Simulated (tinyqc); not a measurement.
Physical sputtering: collision-cascade yield, angular dependence, faceting and resputtering in deposition: one step, computed by the program tinyqc. Command: `OMP_NUM_THREADS=1 python tinyqc.py 3023045 3023046 out.jsonl sputter walk`. One thread of a shared host (Intel(R) Xeon(R) Processor @ 2.30GHz), about 0.01 s of CPU time with the checks.

Ions start collision cascades; atoms that reach the surface with more than U leave. The target is amorphous or fine-grained.

Task: Yield at normal incidence. gamma = 4 M1 M2/(M1 + M2)^2; threshold E_th = 6.7 U/gamma for M1 >= M2, else U (1 + 5.7 M1/M2)/gamma. eps = 0.03255 M2 E/(Z1 Z2 (M1 + M2) z), z = (Z1^(2/3) + Z2^(2/3))^(1/2), E in eV; s_n = 3.441 sqrt(eps) ln(eps + 2.718)/(1 + 6.355 sqrt(eps) + eps (6.882 sqrt(eps) - 1.708)); S_n = 84.78 Z1 Z2 M1 s_n/((M1 + M2) z) in eV angstrom^2; alpha = 0.249 (M2/M1)^0.56 + 0.0035 (M2/M1)^1.5 for M1 <= M2, else 0.0875 (M2/M1)^(-0.15) + 0.165 M2/M1; Y0 = 0.042 Q alpha S_n/U [1 - sqrt(E_th/E)]^2.5 (the electronic-loss factor of the full formula is dropped). Erosion rate = Y0 J/(e N); 1 cm^2 = 1e14 nm^2.

Inputs (values chosen for the exercise, modelled on argon ions on germanium):

| quantity | value | unit |
|---|---|---|
| ion Z1 | 18 | - |
| ion mass M1 | 39.95 | u |
| target Z2 | 32 | - |
| target mass M2 | 72.6 | u |
| surface binding energy U | 3.85 | eV |
| target density N | 44.2 | 1/nm^3 |
| fit factor Q | 0.55 | - |
| ion energy E | 450 | eV |
| current density J | 0.078 | mA/cm^2 |

Constants: e = 1.602176634e-19 C.

Give: energy transfer factor gamma; threshold E_th; reduced energy eps; nuclear stopping S_n; alpha; yield Y0; erosion rate.

Result:

energy transfer factor gamma = 0.91585

threshold E_th = 17.389 eV

reduced energy eps = 0.0039845

nuclear stopping S_n = 655.98 eV angstrom^2

alpha = 0.35649

yield Y0 = 0.81180 atoms per ion

erosion rate = 5.3649 nm/min

The threshold factor is 0.579; the energy cost is 554 eV per removed atom, 144 times U.
